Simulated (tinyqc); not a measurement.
# Schottky barrier on an n-type semiconductor, non-linear Poisson equation by Newton steps: what changes with what

One dimension, metal at x = 0, donor density C(x) = Nd, uniform. Energies are counted from the electron Fermi level of the semiconductor and the conduction-band edge is Ec = -psi, so n = Nc exp(psi/Vt); holes follow the Fermi level of the metal, at -V, so p = Nv exp((V - psi - Eg)/Vt). Ends: psi(0) = V - phiB and psi = Vt ln(Nd/Nc) deep inside. Boltzmann statistics, full ionisation, no current, no image force in the Poisson equation.

Parameters, values chosen for the exercise; band and dielectric values close to those of gallium nitride:
- T = 300 K (temperature)
- Eg = 3.41 eV (band gap)
- eps_r = 9.52 (relative permittivity)
- Nc = 2.32e18 cm^-3 (conduction-band density of states at T)
- Nv = 4.58e19 cm^-3 (valence-band density of states at T)
- Nd = 2.4e17 cm^-3 (donor density deep in the semiconductor)
- phiB = 1.33 eV (barrier height)
- V = 0 V (bias of the metal against the semiconductor)

Constants: q = 1.602176634e-19 C, kB = 1.380649e-23 J/K, Vt = kB T/q, eps0 = 8.8541878128e-14 F/cm where lengths are in cm. Results are converted to the units shown.

Each table varies one quantity; the others keep the values above.

## Capacitance-voltage profiling

The Poisson equation d/dx(eps0 eps_r dpsi/dx) = -q (p - n + C) is solved on a mesh of about 1000 nodes or more that ends in neutral material. C_s = q d/dV of the integral of n over x, from the linearised equation. Probed depth w = eps0 eps_r/C_s; apparent doping N_app = C_s^3/(q eps0 eps_r dC_s/dV), the derivative by central differences over +/- 0.02 V.

The same in every row: true C(w) (cm^-3) = 2.400e17.

Capacitance-voltage profiling:

| V (V) | C_s (nF/cm^2) | w (nm) | N_app (cm^-3) | \|E_0\| (kV/cm) |
|---|---|---|---|---|
| 0 | 114.1 | 73.90 | 2.400e17 | 337.1 |
| -0.71 | 91.04 | 92.59 | 2.400e17 | 422.4 |
| -1.43 | 77.83 | 108.3 | 2.400e17 | 494.1 |
| -2.14 | 69.19 | 121.8 | 2.400e17 | 555.8 |
| -2.86 | 62.83 | 134.2 | 2.400e17 | 612.0 |
| -3.57 | 58.01 | 145.3 | 2.400e17 | 662.8 |
| -4.29 | 54.11 | 155.8 | 2.400e17 | 710.7 |
| -5 | 50.94 | 165.5 | 2.400e17 | 754.9 |

Read the table: what changes, and by how much?

C_s falls from 114 to 50.9 nF/cm^2 while the probed depth goes from 73.9 to 165 nm. The apparent doping stays near 2.40e17 cm^-3. It departs most from the true doping at that depth for V = 0 V, where it is 0.016 % below it; so the doping is read well over the depths probed.

## Effect of the relative permittivity

First integral for uniform doping: E_0^2 = (2 q/(eps0 eps_r)) [Nd (U - Vt + Vt exp(-U/Vt)) + Vt p_0], U = Vbi - V, Vbi = phiB - Vt ln(Nc/Nd), p_0 = Nv exp((phiB - Eg)/Vt) (deep holes neglected). Image-force lowering dphi = sqrt(q E_0/(4 pi eps0 eps_r)), at x_m = sqrt(q/(16 pi eps0 eps_r E_0)). W = sqrt(2 eps0 eps_r U/(q Nd)).

The same in every row: Vbi (V) = 1.2713; p_0/Nd = 2.1787e-33.

Effect of the relative permittivity:

| eps_r | W (nm) | E_0 (kV/cm) | dphi (mV) | exp(dphi/Vt) |
|---|---|---|---|---|
| 6 | 59.270 | 424.62 | 100.95 | 49.643 |
| 8 | 68.439 | 367.73 | 81.357 | 23.267 |
| 10 | 76.518 | 328.91 | 68.820 | 14.326 |
| 12 | 83.821 | 300.25 | 60.024 | 10.194 |
| 14 | 90.537 | 277.98 | 53.471 | 7.9117 |
| 16 | 96.788 | 260.02 | 48.375 | 6.4963 |
| 18 | 102.66 | 245.15 | 44.285 | 5.5457 |
| 20 | 108.21 | 232.57 | 40.920 | 4.8689 |

Read the table: what changes, and by how much?

As eps_r goes from 6 to 20, the surface field falls from 425 to 233 kV/cm, the lowering falls from 101 to 40.9 mV and W rises from 59.3 to 108 nm. Over the table the lowering goes as eps_r^(-0.75); the depletion formulas give -3/4.

Program tinyqc, `OMP_NUM_THREADS=1 python tinyqc.py 2020067 2020068 out.jsonl`; Intel Xeon 2.30GHz, shared host, one thread, about 0.03 s.
